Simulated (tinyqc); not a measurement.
Velocity against field: two-valley model of the transferred-electron effect. Computed by tinyqc, a small Python program. Command: `OMP_NUM_THREADS=1 python tinyqc.py 3028438 3028439 out.jsonl gunn walk`. One thread of a shared host (Intel(R) Xeon(R) Processor @ 2.30GHz), about 0.01 s of CPU time with the checks.

Both kinds of valley share one electron temperature T_e, and each has a constant mobility.

Inputs (values chosen for the exercise, modelled on CdTe):
```
quantity                       value        unit
central-valley mass m1         0.098         m_0
satellite-valley mass m2        0.28         m_0
satellite valleys Z                4           -
valley separation dE            0.51          eV
central-valley mobility mu1     1000  cm^2/(V s)
satellite-valley mobility mu2     89  cm^2/(V s)
energy relaxation time tau_E    0.82          ps
lattice temperature T             77           K
electric field F                  38       kV/cm
```

Solver: damped fixed point.

Constants: k_B = 8.617333262e-05 eV/K.

Method. Density-of-states ratio R = Z (m2/m1)^(3/2); n2/n1 = R exp(-dE/(k_B T_e)); mean mobility mu = (mu1 + mu2 n2/n1)/(1 + n2/n1); energy balance e mu F^2 = (3/2) k_B (T_e - T)/tau_E; v = mu F.

low-field mobility = 1000 cm^2/(V s)

R = 19.3178

The curve:
```
F (kV/cm)     T_e (K)  share in the satellites (%)  v (1e7 cm/s)  low-field line (1e7 cm/s)
3.8        1.6860e+02                   1.1002e-12        0.3800                       0.38
9.5        6.4844e+02                   2.0952e-01        0.9482                       0.95
19.0       1.6451e+03                   3.4606e+01        1.3010                       1.90
27.0       2.2500e+03                   5.8192e+01        1.2687                       2.70
38.0       3.0762e+03                   7.3830e+01        1.2442                       3.80
53.0       4.3728e+03                   8.3308e+01        1.2777                       5.30
76.0       6.9494e+03                   8.9181e+01        1.4254                       7.60
110.0      1.2311e+04                   9.2275e+01        1.7531                      11.00
190.0      3.2649e+04                   9.4157e+01        2.7023                      19.00
380.0      1.2457e+05                   9.4851e+01        5.1645                      38.00
```

What does the comparison show, and why?

v falls between 19 and 38 kV/cm, while the share in the slow valleys goes from 35 to 74 %: transfer outruns the rise of the field. With constant mobilities n2/n1 tends to R and v ends on the line (mu1 + R mu2) F/(1 + R), a mobility of 134; real satellites saturate instead. Rows with T_e above 3000 K lie outside the range of a Maxwellian in parabolic valleys.

Extremes, crossings and ranges named in words are read from the listed rows.
